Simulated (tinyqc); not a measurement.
Space-charge-limited current through a thin insulating or semi-insulating film with traps: one step, computed by the program tinyqc. Command: `OMP_NUM_THREADS=1 python tinyqc.py 3024553 3024554 out.jsonl sclc walk`. One thread of a shared host (Intel(R) Xeon(R) Processor @ 2.30GHz), about 0.01 s of CPU time with the checks.

One ohmic injecting contact at x = 0 (field zero), drift only, non-degenerate free carriers.

Problem. One point of the curve. Free density n_0 = N_c exp(-E_0/k_B T) in equilibrium; trapped density n_t(n) = N_t (n/N_c)^(T/T_c) (the low-temperature form). J = e mu n F and (eps eps_0/e) dF/dx = n - n_0 + n_t(n) - n_t(n_0) = rho(n). With F = J/(e mu n): d = (eps eps_0 J/(e^2 mu)) I_1 and V = (eps eps_0 J^2/(e^3 mu^2)) I_2, I_k = int_(n_L)^infinity dn/(n^(k+1) rho(n)), n_L the density at the anode; with u = n_L/n, 200 Gauss-Legendre points in t, u = 1 - (1 - t)^2. Anode field J/(e mu n_L); Mott-Gurney current (9/8) eps eps_0 mu V^2/d^3; ohmic current e n_0 mu V/d.

Inputs (values chosen for the exercise, modelled on semi-insulating GaAs): permittivity eps = 12.9; band mobility mu = 3700 cm^2/(V s); effective density of states N_c = 4.3e+17 1/cm^3; trap density N_t = 6e+16 1/cm^3; equilibrium Fermi level below the band edge, E_0 = 0.65 eV; thickness d = 190 nm; free density at the anode, in units of N_c = 7.7e-05; temperature T = 300 K; characteristic temperature T_c = 1600 K.

Traps: exponential tail.

Constants: k_B = 8.617333262e-05 eV/K; eps_0 = 8.8541878128e-12 F/m; e = 1.602176634e-19 C.

Give: I_1; I_2; current density J; voltage V; anode field over mean field V/d; trap-free Mott-Gurney current; ohmic current.

Solution.

I_1 = 2.598e-30 cm^6

I_2 = 4.292e-44 cm^9

current density J = 608.0 A/cm^2

voltage V = 0.3219 V

anode field over mean field V/d = 1.829

trap-free Mott-Gurney current = 71812 A/cm^2

ohmic current = 5.197e-05 A/cm^2

Caution: mu V/d exceeds 1e7 cm/s, so velocity saturation would limit the current.
